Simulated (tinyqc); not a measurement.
Lateral field, substrate current, probability of reaching the oxide barrier and hot-carrier lifetime of a silicon transistor (pseudo-two-dimensional and lucky-electron models): one step, computed by the program tinyqc. Command: `OMP_NUM_THREADS=1 python tinyqc.py 3000991 3000992 out.jsonl hotcar walk`. One thread of a shared host (Intel(R) Xeon(R) Processor @ 2.30GHz), about 0.01 s of CPU time with the checks.

Local-field models: a lucky carrier gains its energy at the peak field over a path free of collisions. Voltages are magnitudes.

Problem. Hot-carrier currents and lifetime. C_ox = 3.9 eps_0/t; F_sat = 2 v_s/mu; V_Dsat = V_ov F_sat L/(V_ov + F_sat L), V_ov = V_G - V_T; I_D/W = C_ox v_s (V_ov - V_Dsat). Scale length l = 0.22 t^(1/3) x_j^(1/2) (all in cm); F_m = sqrt(((V_D - V_Dsat)/l_e)^2 + F_sat^2), with l_e = l + L_n; length of the velocity-saturated region l_e ln((V_D - V_Dsat)/(l_e F_sat) + F_m/F_sat). Substrate current I_sub/I_D = (A_i/B_i)(V_D - V_Dsat) exp(-B_i/F_m); probability of reaching the oxide barrier exp(-phi_b/(e lambda F_m)); lifetime tau = (H/(I_D/W)) exp(phi_it/(e lambda F_m)).

Inputs (values chosen for the exercise, modelled on a silicon p-channel): channel length L = 1300 nm; oxide thickness t = 23 nm; junction depth x_j = 390 nm; mobility mu = 98 cm^2/(V s); saturation velocity v_s = 0.68 1e7 cm/s; threshold voltage V_T = 0.48 V; gate voltage V_G = 14 V; drain voltage V_D = 20 V; ionisation prefactor A_i = 8.5e+06 1/cm; ionisation field B_i = 3.84 MV/cm; hot-carrier mean free path lambda = 4.7 nm; oxide barrier phi_b = 4.6 eV; interface-trap threshold phi_it = 4.7 eV; lifetime constant H = 500 s microampere/micrometre; length of the depleted extension L_n = 170 nm.

Drain: lightly doped extension.

Constants: eps_0 = 8.8541878128e-12 F/m.

Give: I_sub/I_D; substrate current I_sub/W; probability of reaching phi_b; lifetime tau; exponent m = phi_it/(e lambda B_i).

Solution.

I_sub/I_D = 9.922e-04

substrate current I_sub/W = 0.5867 microampere/micrometre

probability of reaching phi_b = 4.900e-12

lifetime tau = 3.040e+11 s

exponent m = phi_it/(e lambda B_i) = 2.604

Since both exponentials depend on 1/F_m, tau I_D scales about as (I_sub/I_D)^(-m) with m = 2.60, which lets I_sub serve as the monitor. The lifetime is 963 times ten years (3.156e8 s).
